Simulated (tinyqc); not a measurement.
Van der Pauw, Hall and four-point-probe measurements on a doped layer: one step of the calculation.

A uniform n-type layer with sheet resistance Rs = 1/(q ns mu), point contacts, low field (mu B small).

Problem. Sheet density, mobility and bulk values. Rs = 1/z; Hall sheet density B I/(q |VH|); Hall mobility |VH|/(Rs B I); true values ns = rH times the Hall density, mu = Hall mobility/rH; bulk density ns/t, resistivity Rs t; correction factor F = Rs/[(pi/ln 2)(RA + RB)/2].

Values chosen for this exercise:
- rH = 1 (Hall factor)
- B = 1 T (magnetic field)
- I = 50 uA (current)
- t = 49 nm (thickness of the layer)

Constants: q = 1.602176634e-19 C. Results are converted to the units shown.

converged z = 0.65480959 mS
VH = -5.1159910 mV
RA = 67.715902 ohm
RB = 991.64495 ohm

Give: Rs; Hall sheet density; Hall mobility; ns; mu; bulk density; resistivity; F.

Solution.

Rs = 1527.2 ohm/square
Hall sheet density = 6.1000e12 cm^-2
Hall mobility = 670.00 cm^2/(V s)
ns = 6.1000e12 cm^-2
mu = 670.00 cm^2/(V s)
bulk density = 1.2449e18 cm^-3
resistivity = 0.0074831 ohm cm
F = 0.63613

Program tinyqc, `OMP_NUM_THREADS=1 python tinyqc.py 2850133 2850134 out.jsonl`; Intel Xeon 2.30GHz, shared host, one thread, about 0.01 s.
